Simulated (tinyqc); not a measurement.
Lateral field, substrate current, probability of reaching the oxide barrier and hot-carrier lifetime of a silicon transistor (pseudo-two-dimensional and lucky-electron models): one step, computed by the program tinyqc. Command: `OMP_NUM_THREADS=1 python tinyqc.py 3025986 3025987 out.jsonl hotcar walk`. One thread of a shared host (Intel(R) Xeon(R) Processor @ 2.30GHz), about 0.01 s of CPU time with the checks.

Local-field models: a lucky carrier gains its energy at the peak field over a path free of collisions. Voltages are magnitudes.

Problem. Peak lateral field. C_ox = 3.9 eps_0/t; F_sat = 2 v_s/mu; V_Dsat = V_ov F_sat L/(V_ov + F_sat L), V_ov = V_G - V_T; I_D/W = C_ox v_s (V_ov - V_Dsat). Scale length l = 0.22 t^(1/3) x_j^(1/2) (all in cm); F_m = sqrt(((V_D - V_Dsat)/l_e)^2 + F_sat^2), with l_e = l + L_n; length of the velocity-saturated region l_e ln((V_D - V_Dsat)/(l_e F_sat) + F_m/F_sat).

Inputs (values chosen for the exercise, modelled on a silicon n-channel): channel length L = 370 nm; oxide thickness t = 6.9 nm; junction depth x_j = 96 nm; mobility mu = 360 cm^2/(V s); saturation velocity v_s = 0.86 1e7 cm/s; threshold voltage V_T = 0.44 V; gate voltage V_G = 1.2 V; drain voltage V_D = 2.9 V; ionisation prefactor A_i = 2e+06 1/cm; ionisation field B_i = 1.65 MV/cm; hot-carrier mean free path lambda = 7.4 nm; oxide barrier phi_b = 3.1 eV; interface-trap threshold phi_it = 3.6 eV; lifetime constant H = 100 s microampere/micrometre; length of the depleted extension L_n = 19 nm.

Drain: lightly doped extension.

Constants: eps_0 = 8.8541878128e-12 F/m.

Give: scale length l; peak field F_m; velocity-saturated length; energy gained over one free path, e lambda F_m.

Solution.

scale length l = 60.234 nm

peak field F_m = 302.72 kV/cm

velocity-saturated length = 200.71 nm

energy gained over one free path, e lambda F_m = 0.22401 eV

Caution: the empirical formula for l was fitted to oxides of about 15 nm or more; for thinner ones it is an extrapolation. Caution: e V_D is below phi_b or phi_it, so the available energy, not the field, limits hot carriers, and the lucky-electron formulas overstate them.
